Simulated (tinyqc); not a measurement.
Comparisons within one model: band offset of a heterojunction with an interface dipole (two-band chains, self-consistent charge). A value that a table varies takes the place of the one given here.

Sites alternate A, C. Left: A at -G1/2, C at +G1/2, hopping -t1; right: A at D - G2/2, C at D + G2/2, hopping -t2; the bonds across the two interfaces of a ring (C left to A right, C right to A left) have -sqrt(t1 t2). D is the offset of the mid-gaps, so Ev(right) - Ev(left) = D - (G2 - G1)/2 and Ec(right) - Ec(left) = D + (G2 - G1)/2. The closing bond has its sign reversed (antiperiodic ring). Half the levels are filled with two electrons each. The charge moved is q = (electrons on the left) less one a site; the mean over the two interfaces, q/2, is taken as the charge that crosses each, and its dipole opposes the offset: D = D0 - u q/2.

From here on the ring has 24 cells a side.

Parameters, chosen for this exercise (gaps near those of GaN and AlN; the chains and D0 are free models, so the offsets are not those of the real pair; the results hold for these values, not for the real material):
```
symbol  value  unit  meaning
G1      3.52   eV    gap on the left
G2      5.85   eV    gap on the right
t1      2.14   eV    hopping on the left
t2      2.36   eV    hopping on the right
u       3.3    eV    potential step per electron moved across
D0      0.83   eV    mid-gap of the right side above that of the left, without dipole
```

## Where the moved charge sits

D = 0.71808 eV

Electrons in cell k from an interface at the self-consistent D, less those at D = 0. Interface 1 joins C left to A right, interface 2 C right to A left. The decay lengths 1/(2 kappa a) are those of mid-gap states, cosh(kappa a) = 1 + G^2/(8 t^2).

Change of the electron count:
```
k  left of 1  right of 1  left of 2  right of 2
1    0.03317    -0.03546    0.02568    -0.02751
2    0.00425    -0.00256    0.00326    -0.00190
3    0.00069    -0.00021    0.00053    -0.00016
4    0.00012    -0.00002    0.00009    -0.00001
5    0.00002     0.00000    0.00002     0.00000
6    0.00000     0.00000    0.00000     0.00000
```

decay lengths (cells): left 0.624, right 0.427

What can be read from the table?

Over six cells interface 1 moves +0.0382 electrons to the left side and -0.0382 to the right, interface 2 +0.0296 and -0.0296: each change is a dipole, and the two differ because the bonds join different sites. The first cells hold 90 % of it at interface 1. The tail is longer on the left, where the gap is smaller against the hopping: from k = 2 to 4 it falls by a factor 35.7, and pure mid-gap decay would give 24.6; the exponential carries a prefactor that falls as a power of the distance, so the first cells drop faster.

## Screening of the starting offset

chi = 0.093122 1/eV

D0 is varied; the self-consistent D is found by bisection. chi = dq/dD at D = 0; the linear rule is D = S D0 with S = 1/(1 + u chi/2). The gap of the junction closes (type III) at |D| = (G1 + G2)/2.

Against D0:
```
2 D0/(G1 + G2)  D0 (eV)  q at D0   D (eV)    D/D0  linear (eV)
-0.85            -3.982  -0.5628  -3.3024  0.8293      -3.4519
-0.55            -2.577  -0.2875  -2.1925  0.8509      -2.2336
-0.30            -1.405  -0.1382  -1.2116  0.8621      -1.2183
-0.15            -0.703  -0.0663  -0.6083  0.8656      -0.6092
0.10              0.469   0.0439   0.4059  0.8663       0.4061
0.25              1.171   0.1133   1.0114  0.8635       1.0153
0.50              2.342   0.2534   1.9996  0.8536       2.0305
0.80              3.748   0.5064   3.1237  0.8334       3.2488
0.95              4.451   0.6954   3.6513  0.8204       3.8580
```

How do the results move?

D/D0 lies between 0.820 and 0.866, against S = 0.867 from chi at D = 0; the linear rule misses by at most 207 meV. q is odd in D. Less than half of the starting offset is screened, so the natural line-up still counts most.

## Wider gaps screen less

G2 is varied. chi = (q(+0.01) - q(-0.01))/0.02 at D = 0, S = 1/(1 + u chi/2).

Against G2:
```
G2 (eV)  chi (1/eV)       S
0.7         0.25425  0.7045
1.1         0.22809  0.7266
1.5         0.20716  0.7453
2.3         0.17452  0.7764
3.4         0.14146  0.8108
5.5         0.09858  0.8601
7.0         0.07758  0.8865
9.0         0.05736  0.9135
```

What can be read from the table?

chi falls from 0.2542 to 0.0574 1/eV, a factor 4.4, and S rises from 0.704 to 0.914: charge crosses through the tails of states that tunnel into the other gap, and these shorten as the gap widens. u is kept fixed, though a wider gap also screens less and would raise it.

## What each parameter does

Self-consistent D by bisection, q there, and the two offsets. Each row changes one parameter from the base and keeps the others.

Results:
```
case           D (eV)       q  valence offset (eV)  conduction offset (eV)
base           0.7181  0.0678              -0.4469                  1.8831
G1 = 4.048 eV  0.7256  0.0633              -0.1754                  1.6266
G2 = 6.727 eV  0.7310  0.0600              -0.8725                  2.3345
t1 = 2.461 eV  0.7153  0.0695              -0.4497                  1.8803
t2 = 2.714 eV  0.7152  0.0696              -0.4498                  1.8802
D0 = 0.954 eV  0.8249  0.0783              -0.3401                  1.9899
u = 3.795 eV   0.7039  0.0665              -0.4611                  1.8689
```

How do the results move?

The largest shifts from the base row, up to three for each result and ties (the steps differ in size, so this ranks the rows, not the parameters). D (eV): D0 +0.1068, u -0.0142, G2 +0.0129. q: D0 +0.0104, G2 -0.0078, G1 -0.0045. valence offset (eV): G2 -0.4256, G1 +0.2715, D0 +0.1068. conduction offset (eV): G2 +0.4514, G1 -0.2565, D0 +0.1068.

Computed by tinyqc, a small Python program: `OMP_NUM_THREADS=1 python tinyqc.py 1481796 1481797 out.jsonl` (the numbers bound the seed that draws the inputs); one thread of a shared host (Intel(R) Xeon(R) Processor @ 2.30GHz), about 0.3 s for the whole set of steps.
